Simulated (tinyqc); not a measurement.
From one set of inputs to another, one input at a time: solubility, supersaturation, precipitation and gettering of an impurity in a silicon-like host. Computed by tinyqc, a small Python program. Command: `OMP_NUM_THREADS=1 python tinyqc.py 3004779 3004780 out.jsonl ripen ladder`. One thread of a shared host (Intel(R) Xeon(R) Processor @ 2.30GHz), about 0.01 s of CPU time with the checks.

The wafer was saturated at T1 and is then held at T.

The inputs printed are set A. Inputs not listed in the table keep their values of set A, so the rows need not describe a real material.

Inputs (values chosen for the exercise, for a model impurity):

| quantity | value | unit |
|---|---|---|
| site density N0 | 5e+22 | 1/cm^3 |
| enthalpy of solution H | 2.98 | eV |
| entropy of solution S | 7.7 | k_B |
| diffusion prefactor D0 | 0.00089 | cm^2/s |
| migration energy Q | 0.483 | eV |
| temperature of saturation T1 | 1225 | K |
| anneal temperature T | 708 | K |
| impurity density in the precipitate C_p | 3.6e+22 | 1/cm^3 |
| interface energy gamma | 0.51 | J/m^2 |
| anneal time t | 1100 | s |
| wafer thickness w | 200 | micrometre |
| segregation energy E_g | 1.1 | eV |
| segregation prefactor k_0 | 0.0021 | - |
| getter layer thickness t_g | 0.42 | micrometre |

Gettering: segregation gettering in a layer.

Constants: k_B = 8.617333262e-05 eV/K; k_B = 1.380649e-23 J/K.

Method. C_eq(T) = N0 exp(S/k_B - H/(k_B T)); D(T) = D0 exp(-Q/(k_B T)); C0 = C_eq(T1). Supersaturation s = C0/C_eq(T); critical radius r* = 2 gamma/(C_p k_B T ln s); barrier W* = (4 pi/3) gamma r*^2. Strain energy is left out. k = k_0 exp(E_g/(k_B T)); in equilibrium the bulk keeps C/C0 = 1/(1 + k t_g/w). For a strong sink on one face the slowest diffusion mode has tau_w = 4 w^2/(pi^2 D), and C/C0 is estimated as c_eq + (1 - c_eq)(8/pi^2) sum over odd m up to 99 of exp(-m^2 t/tau_w)/m^2. Precipitation is left out here.

Each row keeps all changes above it:

| input moved | from | to | supersaturation s | critical radius r* (nm) | mean C/C0 at t |
|---|---|---|---|---|---|
| set A | - | - | 8.966e+08 | 0.1406 | 0.0927 |
| temperature of saturation T1 (K) | 1225 | 1300 | 4.570e+09 | 0.1303 | 0.0927 |
| wafer thickness w (micrometre) | 200 | 775 | 4.570e+09 | 0.1303 | 0.7284 |
| impurity density in the precipitate C_p (1/cm^3) | 3.6e+22 | 2.1e+22 | 4.570e+09 | 0.2234 | 0.7284 |
| migration energy Q (eV) | 0.483 | 2.47 | 4.570e+09 | 0.2234 | 0.9960 |
| getter layer thickness t_g (micrometre) | 0.42 | 0.25 | 4.570e+09 | 0.2234 | 0.9960 |
| enthalpy of solution H (eV) | 2.98 | 1.55 | 1.058e+05 | 0.4295 | 0.9960 |
| anneal time t (s) | 1100 | 270000 | 1.058e+05 | 0.4295 | 0.9960 |

Supersaturation s goes from 8.97e8 to 106000, a factor 1.18e-4 in all. The largest single move comes from enthalpy of solution H (a factor 2.31e-5), and temperature of saturation T1 works against it (a factor 5.10). Critical radius r* goes from 0.141 to 0.429, a factor 3.05 in all. The largest single move comes from enthalpy of solution H (a factor 1.92), and temperature of saturation T1 works against it (a factor 0.927). Mean C/C0 at t goes from 0.0927 to 0.996, a factor 10.7 in all. The largest single move comes from wafer thickness w (a factor 7.86). The single moves hold for this order of the switches; the total does not depend on the order.

Caution (rows set A, temperature of saturation T1, wafer thickness w, impurity density in the precipitate C_p, migration energy Q, getter layer thickness t_g): the barrier to homogeneous nucleation is below 35 k_B T for these inputs, so new precipitates would form and outnumber the fixed sinks assumed here. Caution (rows set A, temperature of saturation T1, wafer thickness w, impurity density in the precipitate C_p, migration energy Q, getter layer thickness t_g): a critical radius of atomic size is outside the capillary model. Caution (rows migration energy Q, getter layer thickness t_g, enthalpy of solution H, anneal time t): for so short a time the series is cut off too early to be exact.

Extremes, crossings and ranges named in words are read from the listed rows.
